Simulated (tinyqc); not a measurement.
Growth with time: grain growth, pinning, strength and diffusional creep of a polycrystal or thin film. Computed by tinyqc, a small Python program. Command: `OMP_NUM_THREADS=1 python tinyqc.py 3005516 3005517 out.jsonl grain walk`. One thread of a shared host (Intel(R) Xeon(R) Processor @ 2.30GHz), about 0.01 s of CPU time with the checks.

One mean grain size d describes the structure.

Inputs (values chosen for the exercise, modelled on aluminium): boundary energy gamma = 0.35 J/m^2; mobility prefactor M0 = 2.1e-05 m^4/(J s); activation energy of boundary motion Q_m = 1.11 eV; anneal temperature T = 519 K; initial grain size d0 = 180 nm; particle volume fraction f = 0.00069; particle radius r = 6.9 nm; film thickness h = 120 nm; surface energy gamma_s = 0.98 J/m^2.

Sample: thin film on a substrate.

Constants: k_B = 8.617333262e-05 eV/K.

Method. M = M0 exp(-Q_m/(k_B T)). The driving pressure is 2 gamma/d. Zener pinning pressure 3 f gamma/(2 r) stops growth at d_Z = 4 r/(3 f). Grooves where boundaries meet the surface have the angle theta = arcsin(gamma/(2 gamma_s)) and are taken to stop growth at d_h = h/(2 theta), a few film thicknesses; the limit is 1/d_lim = 1/d_Z + 1/d_h. dd/dt = 2 M gamma (1/d - 1/d_lim) integrates to 2 M gamma t = d_lim (d0 - d) + d_lim^2 ln[(d_lim - d0)/(d_lim - d)]; without pinning d^2 = d0^2 + 4 M gamma t.

limit d_lim = 326.026 nm

mobility M = 3.49545e-16 m^4/(J s)

At T:
```
t (s)  free growth (nm)  pinned growth (nm)  d/d_lim
0.65              180.9              180.39  0.55331
2.2               183.0              181.33  0.55618
6.5               188.6              183.86  0.56395
22                207.8              192.39  0.59009
65                253.4              212.07  0.65048
220               374.2              256.41  0.78647
650               592.0              303.64  0.93135
2200             1053.1              325.44  0.99819
```

What does the comparison show, and why?

The apparent exponent d ln d/d ln t of the pinned growth is at most about 0.16, below the ideal 1/2, and falls to 0.057 in the last rows: the initial size hides the law early and pinning hides it late.
